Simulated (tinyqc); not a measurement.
Worked calculation: plane-wave Kohn-Sham cycle with exchange-only LDA in a layered model solid. One step of it, computed by the program tinyqc.

Problem. Iteration 1: Hamiltonian at one k. H(m,m') = (k + G_m)^2/2 delta + V(G_m - G_m'), with V(-G) = V(G).

A solid whose potential varies along x alone (atomic units):

| parameter | value |
|---|---|
| period a | 12.600000 |
| cross-section of the cell | 30.000000 |
| electrons per cell | 4 |
| grid points | 16 |
| plane waves -n..n, n | 3 |
| k points | 2 |
| V1 in V1 cos(2 pi x/a) | -0.410000 |
| V2 in V2 cos(4 pi x/a) | -0.280000 |

V(G_m), m = 0, 1, 2, ... (hartree): -0.216195  -0.205000  -0.140000  0.000000  0.000000  0.000000  0.000000

k = 0.250000 2 pi / a

Give: H.

Solution.

H (hartree):
```
        -3      -2      -1      +0      +1      +2      +3
-3   0.724  -0.205  -0.140   0.000   0.000   0.000   0.000
-2  -0.205   0.165  -0.205  -0.140   0.000   0.000   0.000
-1  -0.140  -0.205  -0.146  -0.205  -0.140   0.000   0.000
+0   0.000  -0.140  -0.205  -0.208  -0.205  -0.140   0.000
+1   0.000   0.000  -0.140  -0.205  -0.022  -0.205  -0.140
+2   0.000   0.000   0.000  -0.140  -0.205   0.413  -0.205
+3   0.000   0.000   0.000   0.000  -0.140  -0.205   1.097
```
